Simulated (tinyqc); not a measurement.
The methods across T_c: square-lattice Ising model by mean field, Bethe lattice, transfer matrix, exact enumeration and Monte Carlo steps. Computed by tinyqc, a small Python program. Command: `OMP_NUM_THREADS=1 python tinyqc.py 3002812 3002813 out.jsonl ising walk`. One thread of a shared host (Intel(R) Xeon(R) Processor @ 2.30GHz), about 0.01 s of CPU time with the checks.

H = -J sum over nearest pairs s_i s_j, s = +-1, no field, periodic boundaries; energies per site are in J. As a lattice gas or an alloy, s marks which species holds the site.

Inputs (values chosen for the exercise, for a model lattice): coupling J = 63.3 meV; factor on the grid 1.5, 1.85, 2.1, 2.45, 2.65, 3.1, 3.6, 4.4 of k_B T/J = 1.02.

Enumerated cell: 3 x 3.

Constants: k_B = 8.617333262e-05 eV/K.

Method:
- K = J/(k_B T). Mean field: m = tanh(4 K m), u = -2 m^2. Bethe: cavity field h = 3 artanh(tanh K tanh h), m = tanh(4h/3), u = -2 (tanh K + tanh^2 h)/(1 + tanh K tanh^2 h). Exact: m = [1 - sinh(2K)^(-4)]^(1/8) below T_c; u = -coth(2K) [1 + (2/pi)(2 tanh^2(2K) - 1) K1(k)], k = 2 sinh(2K)/cosh^2(2K), K1 the complete elliptic integral of the first kind. The largest root is taken.
- Weights count x exp(-K E); N = 9; u = <E>/N, c = K^2 (<E^2> - <E>^2)/N in k_B, Binder U = 1 - <M^4>/(3 <M^2>^2).
- The grid values of k_B T/J times the given factor are rounded to 3 figures before use.

States of the 3 x 3 cell:

| E (J) | \|M\| | count |
|---|---|---|
| -18 | 9 | 2 |
| -10 | 7 | 18 |
| -6 | 3 | 12 |
| -6 | 5 | 36 |
| -2 | 1 | 90 |
| -2 | 3 | 72 |
| -2 | 5 | 36 |
| 2 | 1 | 72 |
| 2 | 3 | 72 |
| 6 | 1 | 90 |
| 6 | 3 | 12 |

Order and energy:

| k_B T/J | T (K) | m mean field | m Bethe | m exact | <\|m\|> cell | u Bethe | u exact | u cell | U cell |
|---|---|---|---|---|---|---|---|---|---|
| 1.53 | 1123.9 | 0.98869 | 0.98518 | 0.98467 | 0.98339 | -1.9458 | -1.9449 | -1.9426 | 0.66187 |
| 1.89 | 1388.3 | 0.96720 | 0.94829 | 0.94047 | 0.94419 | -1.8261 | -1.8150 | -1.8213 | 0.64876 |
| 2.14 | 1572.0 | 0.94274 | 0.89496 | 0.84335 | 0.89901 | -1.6745 | -1.6210 | -1.6900 | 0.63170 |
| 2.50 | 1836.4 | 0.89064 | 0.73573 | 0.00000 | 0.81686 | -1.3147 | -1.1061 | -1.4621 | 0.59537 |
| 2.70 | 1983.3 | 0.85145 | 0.55249 | 0.00000 | 0.76890 | -1.0192 | -0.9635 | -1.3332 | 0.57056 |
| 3.16 | 2321.2 | 0.72454 | 0.00000 | 0.00000 | 0.66859 | -0.6126 | -0.7584 | -1.0703 | 0.50792 |
| 3.67 | 2695.9 | 0.48084 | 0.00000 | 0.00000 | 0.58351 | -0.5319 | -0.6208 | -0.8523 | 0.44032 |
| 4.49 | 3298.2 | 0.00000 | 0.00000 | 0.00000 | 0.49533 | -0.4382 | -0.4850 | -0.6283 | 0.35237 |

At k_B T/J = 1.53 all values of m agree within 0.006. At 2.5 the exact m is 0 while Bethe gives 0.74, mean field 0.89 and the cell 0.82: neglect of fluctuations raises T_c, and a finite cell rounds the transition. U falls from 0.662 (2/3 when ordered) to 0.352 (0 for a large disordered system).

Extremes, crossings and ranges named in words are read from the listed rows.
